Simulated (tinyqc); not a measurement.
Frequency dispersion of an accumulation capacitance by border traps, distributed model: one step of the calculation.

Traps spread evenly through the insulator exchange electrons with the semiconductor by tunnelling, with tau(x) = t0 exp(2 ka x) at depth x from the interface. The admittance per area Y seen at depth x obeys dY/dx = -Y^2/(i w eps0 eox) + q Nb ln(1 + i w tau)/tau, with Y(0) = i w Cs and w = 2 pi f; the gate sees Y(tox) = G + i w C. Working variable y = Y/(i w), in uF/cm^2. Cox = eps0 eox/tox.

Task. Scales and lumped estimate. Cox; trap-free value 1/(1/Cox + 1/Cs); response depth d = ln(1/(w t0))/(2 ka), where w tau = 1; lumped estimate: all traps within d act as C_bt = q Nb d placed at d/2, so C = 1/{1/[1/(1/Cs + d/(2 eps0 eox)) + C_bt] + (tox - d/2)/(eps0 eox)}.

Values chosen for this exercise; permittivity close to that of hafnium oxide:
```
symbol   value         unit                                               meaning
eox       19.5                             relative permittivity of the insulator
tox        3.1           nm                                   insulator thickness
Cs         1.3      uF/cm^2             semiconductor capacitance in accumulation
Nb      8.4e19  cm^-3 eV^-1                               density of border traps
ka         4.6         1/nm  decay constant of the wave function in the insulator
t0       2e-11            s              time constant of a trap at the interface
f        10000           Hz                                             frequency
```

Constants: q = 1.602176634e-19 C, eps0 = 8.8541878128e-14 F/cm where lengths are in cm. Results are converted to the units shown.

Give: Cox; trap-free C; d; C_bt; lumped C.

Result.

Cox = 5.570 uF/cm^2
trap-free C = 1.054 uF/cm^2
d = 1.477 nm
C_bt = 1.988 uF/cm^2
lumped C = 2.235 uF/cm^2

The traps within reach amount to 1.53 Cs and lie in the first 47.6 % of the insulator.

tinyqc, about 0.3 s, one thread, Intel Xeon 2.30GHz (shared host): `OMP_NUM_THREADS=1 python tinyqc.py 2202109 2202110 out.jsonl`
